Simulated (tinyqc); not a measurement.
Worked calculation: UHF in the sto-3g basis, for H4+, spin multiplicity 2. This run ends on a higher stationary point, not on the lowest solution. One step of it, computed by the program tinyqc.

Task: Orthogonalisation. S = U s U^T; symmetric (Loewdin) form X = U s^(-1/2) U^T, so that X^T S X = 1.

overlap S:
```
          1H 1s     2H 1s     3H 1s     4H 1s
1H 1s  1.000000  0.254223  0.166917  0.066548
2H 1s  0.254223  1.000000  0.066548  0.166917
3H 1s  0.166917  0.066548  1.000000  0.254223
4H 1s  0.066548  0.166917  0.254223  1.000000
```

Give: eigenvalues of S; X.

Result:

eigenvalues of S: 0.6454  0.8461  1.0208  1.4877

X:
```
         1H 1s    2H 1s    3H 1s    4H 1s
1H 1s   1.0354  -0.1306  -0.0819  -0.0031
2H 1s  -0.1306   1.0354  -0.0031  -0.0819
3H 1s  -0.0819  -0.0031   1.0354  -0.1306
4H 1s  -0.0031  -0.0819  -0.1306   1.0354
```
